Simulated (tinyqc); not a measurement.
Pi bands of a honeycomb layer in tight binding: sweeps and comparisons. A value that a table varies takes the place of the one given here.

Lattice vectors a (1,0) and a (1/2, sqrt3/2); f = exp(i ky a/sqrt3) + 2 cos(kx a/2) exp(-i ky a/(2 sqrt3)), w = |f|. H = [[D - t2 F, -t f], [., -D - t2 F]] with F = w^2 - 3, S = [[1, s0 f], [., 1]]; the levels solve det(H - E S) = 0. K = (4 pi/3a, 0), M = (pi/a, pi/(sqrt3 a)); w = 3, 1, 0 at Gamma, M, K.

Constants: hbar^2/2m0 = 3.80998211 eV angstrom^2.

Inputs chosen for the exercise (of the size used for graphene; not measured data):

| symbol | value | unit | meaning |
|---|---|---|---|
| a | 2.46 | angstrom | lattice constant |
| t | 2.92 | eV | nearest hopping |
| t2 | 0 | eV | second-neighbour hopping |
| s0 | 0.085 |  | overlap of neighbours |
| D | 0.147 | eV | +D on A, -D on B |

## How far the cone holds

Upper and lower levels at distance q from K towards Gamma (-x) and towards M (+x), measured from 3 t2; cone: sqrt(D^2 + (hbar v q)^2), hbar v = (sqrt3/2) a (t + 3 t2 s0).

Levels (eV):

| q (1/angstrom) | cone | upper, to Gamma | lower, to Gamma | upper, to M | lower, to M |
|---|---|---|---|---|---|
| 0.02 | 0.1926 | 0.1936 | -0.1927 | 0.1925 | -0.1916 |
| 0.05 | 0.3440 | 0.3518 | -0.3460 | 0.3416 | -0.3362 |
| 0.10 | 0.6392 | 0.6714 | -0.6474 | 0.6269 | -0.6060 |
| 0.15 | 0.9446 | 1.0170 | -0.9614 | 0.9135 | -0.8686 |
| 0.20 | 1.2528 | 1.3804 | -1.2789 | 1.1925 | -1.1163 |
| 0.30 | 1.8720 | 2.1524 | -1.9138 | 1.7152 | -1.5606 |
| 0.40 | 2.4927 | 2.9761 | -2.5377 | 2.1772 | -1.9334 |
| 0.60 | 3.7354 | 4.7390 | -3.7153 | 2.8674 | -2.4583 |

At q = 0.2 the upper band lies +128 meV from the cone towards Gamma and -60 meV towards M; half their difference, 94 meV, is the trigonal warping, steeper towards Gamma, and their mean, +34 meV, comes from the bending of the band and from t2 or the overlap. All four values stay within 5 % of the cone up to q = 0.05. The electron-hole asymmetry, upper plus lower towards Gamma, is +102 meV at q = 0.2.

## Fermi level against carrier density

hbar v = 6.22083 eV angstrom

Cone with four flavours: n = kF^2/pi, EF = sqrt(D^2 + (hbar v kF)^2), density of states 2 EF/(pi (hbar v)^2), quantum capacitance e^2 times it (1 e^2/(eV angstrom^2) = 1602.177 microF/cm^2), cyclotron mass 2c EF/(hbar v)^2, c = hbar^2/2m0; 1e12/cm^2 = 1e-4/angstrom^2.

Filling:

| n (1e12/cm^2) | kF (1/angstrom) | EF (eV) | Cq (microF/cm^2) | cyclotron mass (m0) |
|---|---|---|---|---|
| 0.10 | 0.00560 | 0.1511 | 3.982 | 0.0297 |
| 0.25 | 0.00886 | 0.1570 | 4.138 | 0.0309 |
| 0.50 | 0.01253 | 0.1664 | 4.386 | 0.0328 |
| 1.00 | 0.01772 | 0.1838 | 4.843 | 0.0362 |
| 2.00 | 0.02507 | 0.2143 | 5.648 | 0.0422 |
| 4.00 | 0.03545 | 0.2650 | 6.985 | 0.0522 |
| 10.00 | 0.05605 | 0.3784 | 9.973 | 0.0745 |
| 20.00 | 0.07927 | 0.5145 | 13.562 | 0.1013 |

From 1 to 4e12/cm^2 EF rises by a factor 1.442, less than two because the gap 2D = 0.294 eV still counts. Capacitance and mass grow in proportion to EF counted from mid-gap, so hardly at all while a large gap term dominates it; in a parabolic band both are constant; Cq is 4.84 microF/cm^2 at 1e12/cm^2, against 3.45 for 1 nm of a dielectric with eps = 3.9.

## What each parameter does

Gap at K, difference at M, and the two levels at Gamma, from (e - E)^2 - D^2 - (t + s0 E)^2 w^2 = 0, e = -t2 (w^2 - 3). Each row changes one parameter from the base and keeps the others.

Results:

| case | gap at K (eV) | difference at M (eV) | lower at Gamma (eV) | upper at Gamma (eV) |
|---|---|---|---|---|
| base | 0.2940 | 5.8899 | -6.9813 | 11.7596 |
| t = 3.066 eV | 0.2940 | 6.1837 | -7.3303 | 12.3475 |
| t2 = 0.05 eV | 0.2940 | 5.9070 | -7.2204 | 11.3569 |
| s0 = 0.115 | 0.2940 | 5.9257 | -6.5142 | 13.3753 |
| D = 0.247 eV | 0.4940 | 5.9034 | -6.9836 | 11.7619 |
| a = 2.5092 angstrom | 0.2940 | 5.8899 | -6.9813 | 11.7596 |

The largest shifts from the base row, up to three for each result and ties (the steps differ in size, so this ranks the rows, not the parameters). gap at K (eV): D +0.2000; unchanged at the printed digits by t, t2, s0 and a. difference at M (eV): t +0.2938, s0 +0.0358, t2 +0.0171; unchanged at the printed digits by a. lower at Gamma (eV): s0 +0.4671, t -0.3489, t2 -0.2391; unchanged at the printed digits by a. upper at Gamma (eV): s0 +1.6157, t +0.5879, t2 -0.4027; unchanged at the printed digits by a. At points fixed by symmetry a drops out; the gap at K is 2D whatever the hoppings.

(tinyqc, `OMP_NUM_THREADS=1 python tinyqc.py 1480838 1480839 out.jsonl`, Intel(R) Xeon(R) Processor @ 2.30GHz, 1 thread, shared host, about 0.01 s.)
